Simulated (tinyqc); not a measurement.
Charge control and current of a heterostructure field-effect transistor: one step, computed by the program tinyqc. Command: `OMP_NUM_THREADS=1 python tinyqc.py 3029881 3029882 out.jsonl hemt walk`. One thread of a shared host (Intel(R) Xeon(R) Processor @ 2.30GHz), about 0.01 s of CPU time with the checks.

Two subbands in a triangular well; E_F is counted from the conduction band edge of the channel at the interface.

Question. Threshold and barrier capacitance. Threshold V_T = phi_B - dE_c - e N_d (d - spacer)/(eps eps_0) (in volts); C_b = eps eps_0/d.

Inputs (values chosen for the exercise, modelled on AlGaAs/GaAs):
```
quantity                                  value    unit
permittivity eps (barrier and channel)     12.4       -
barrier thickness d                          28      nm
Schottky barrier phi_B                     0.93      eV
conduction band offset dE_c                0.26      eV
delta-doping density N_d                6.5e+12  1/cm^2
spacer between delta layer and channel      2.5      nm
```

Charge source: delta doping. Velocity law: smooth.

Constants: e = 1.602176634e-19 C; eps_0 = 8.8541878128e-12 F/m.

Give: threshold voltage V_T; barrier capacitance C_b.

Answer.

threshold voltage V_T = -1.749 V

barrier capacitance C_b = 0.3921 microfarad/cm^2

The device is normally on.
